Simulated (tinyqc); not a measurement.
Thermal stress, cracking, delamination and buckling of a thin film; Griffith cracks and misfitting inclusions. Inputs raised by 5 %, one at a time. Computed by tinyqc, a small Python program. Command: `OMP_NUM_THREADS=1 python tinyqc.py 3005928 3005929 out.jsonl filmcrack sens`. One thread of a shared host (Intel(R) Xeon(R) Processor @ 2.30GHz), about 0.02 s of CPU time with the checks.

Isotropic linear elasticity; the substrate is much thicker than the film; stress is positive in tension.

Inputs (values chosen for the exercise, for a model film): film Young's modulus E = 7.08 GPa; film Poisson ratio nu = 0.24; film expansion alpha_f = 12.7 1e-6/K; substrate expansion alpha_s = 2.9 1e-6/K; deposition temperature T_d = 650 K; final temperature T = 300 K; intrinsic stress = -15 MPa; film thickness h = 0.42 micrometre; film toughness Gamma_f = 3.9 J/m^2; interface toughness Gamma_i = 4.7 J/m^2; substrate Young's modulus E_s = 137 GPa; substrate Poisson ratio nu_s = 0.26; flaw half length a = 6.3 micrometre; substrate surface energy gamma_s = 1.3 J/m^2; inclusion radius R = 0.25 micrometre.

Inclusion: sphere.

Method:
- Thermal strain = (alpha_f - alpha_s)(T_d - T); stress = E/(1 - nu) x strain + intrinsic stress; plane-strain modulus Ebar = E/(1 - nu^2); G0 = stress^2 h/(2 Ebar) is the energy freed per area when a long strip loses its stress across its width.
- Dundurs alpha = (Ebar - Ebar_s)/(Ebar + Ebar_s), with Ebar_s = E_s/(1 - nu_s^2). The channel-crack factor is taken as g = 1.258 (1 - alpha)^(-0.7), a rough interpolation chosen for the exercise (1.258 is the value for matched materials).
- Channel crack through the film: G = pi g G0, critical thickness where G = Gamma_f. Steady delamination from an edge: G = G0, critical thickness where G = Gamma_i.
- Through crack of length 2a in plane strain: K_Ic = sqrt(2 gamma_s E_s/(1 - nu_s^2)); fracture stress = K_Ic/sqrt(pi a). An edge crack of depth a has K larger by 1.1215.
- Film material fills a sphere of radius R in the substrate, with the misfit e = thermal strain (it wants to shrink if e > 0). Radial stress at the wall s0 = e/[(1 - 2 nu)/E + (1 + nu_s)/(2 E_s)]; inside it is uniform and hydrostatic; outside s_rr = s0 (R/r)^3, s_tt = -s_rr/2. Keep-out radius: where |s_rr| falls to 10 MPa (R if it is lower at the wall).

Runs; columns: (1) input moved; (2) from; (3) to; (4) film stress (MPa); (5) critical thickness for channelling (micrometre); (6) fracture stress, inner crack (MPa); (7) radial stress at the wall s0 (MPa):
```
(1)                                        (2)     (3)    (4)    (5)    (6)    (7)
base run                                     -       -  16.95  80.93  138.9  43.95
film Young's modulus E (GPa)              7.08   7.434  18.55  70.85  138.9  46.01
film expansion alpha_f (1e-6/K)           12.7  13.335  19.02  64.27  138.9  46.80
deposition temperature T_d (K)             650   682.5  19.92  58.62  138.9  48.03
intrinsic stress (MPa)                     -15  -15.75  16.20  88.60  138.9  43.95
substrate Young's modulus E_s (GPa)        137  143.85  16.95  81.06  142.4  44.07
substrate surface energy gamma_s (J/m^2)   1.3   1.365  16.95  80.93  142.4  43.95
inclusion radius R (micrometre)           0.25  0.2625  16.95  80.93  138.9  43.95
```

Exponents ln(y'/y) / ln(x'/x):
```
input                             film stress  critical thickness for channelling  fracture stress, inner crack  radial stress at the wall s0
film Young's modulus E                  1.846                              -2.727                           0.0                         0.940
film expansion alpha_f                  2.362                              -4.723                           0.0                         1.287
deposition temperature T_d              3.306                              -6.611                           0.0                         1.820
intrinsic stress                       -0.927                               1.855                           0.0                         0.000
substrate Young's modulus E_s           0.000                               0.033                           0.5                         0.058
substrate surface energy gamma_s        0.000                               0.000                           0.5                         0.000
inclusion radius R                      0.000                               0.000                           0.0                         0.000
```

To which inputs is each result most sensitive?

Among the inputs moved here: film stress answers most in size to deposition temperature T_d (exponent +3.306), next to film expansion alpha_f (+2.362); its exponent is below 0.0005 for substrate Young's modulus E_s, substrate surface energy gamma_s, inclusion radius R. critical thickness for channelling answers most in size to deposition temperature T_d (exponent -6.611), next to film expansion alpha_f (-4.723); its exponent is below 0.0005 for substrate surface energy gamma_s, inclusion radius R. fracture stress, inner crack answers most in size to substrate surface energy gamma_s (exponent +0.500), and about equally to substrate Young's modulus E_s (+0.500); its exponent is below 0.0005 for film Young's modulus E, film expansion alpha_f, deposition temperature T_d, intrinsic stress, inclusion radius R. Its exponent +0.500 in substrate surface energy gamma_s: Griffith's law. Radial stress at the wall s0 answers most in size to deposition temperature T_d (exponent +1.820), next to film expansion alpha_f (+1.287); its exponent is below 0.0005 for intrinsic stress, substrate surface energy gamma_s, inclusion radius R.

Caution (all rows): a critical thickness above 100 micrometres is no longer thin against a usual wafer, so it is only formal.
